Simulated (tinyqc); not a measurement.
# Threshold-voltage variability of a planar MOSFET, analytic estimates: a gate of 8 grains

Three independent sources add in quadrature: random dopants in the depleted layer, metal-gate grains of two orientations, and roughness of the two gate edges acting through the roll-off VT = VT(long) - Vr exp(-L/l). These are first-order estimates: no three-dimensional electrostatics, no percolation.

Each of 8 equal grains has the higher work function with probability p; the threshold shift is dW (j/8 - p) for j such grains, and the off current changes by exp(-shift/(n Vt)).

Inputs (values chosen for the exercise); material values close to those of silicon: temperature T = 400 K; work-function difference of the two grain orientations dW = 0.1 eV; share of the orientation of higher work function p = 0.4; subthreshold factor n = 1.21.

Constants: q = 1.602176634e-19 C, kB = 1.380649e-23 J/K, Vt = kB T/q. Results are converted to the units shown.

Distribution:
```
j  probability  shift (mV)  Ioff factor  probability x factor
0      0.01680      -40.00        2.609               0.04382
1      0.08958      -27.50        1.934                0.1732
2       0.2090      -15.00        1.433                0.2995
3       0.2787       -2.50        1.062                0.2959
4       0.2322       10.00       0.7868                0.1827
5       0.1239       22.50       0.5831               0.07222
6      0.04129       35.00       0.4321               0.01784
7     0.007864       47.50       0.3202              0.002518
8     6.554e-4       60.00       0.2373              1.555e-4
```

The standard deviation is dW sqrt(p (1 - p)/8) = 17.3 mV. The mean off current is 1.09 times the nominal one; the log-normal formula exp(s^2/(2 (n Vt)^2)) gives 1.09. Devices with j = 2, 21 % of all, carry 28 % of the mean leakage.

Numbers from tinyqc (`OMP_NUM_THREADS=1 python tinyqc.py 2090036 2090037 out.jsonl`; about 0.01 s on one thread of a shared Intel Xeon 2.30GHz).
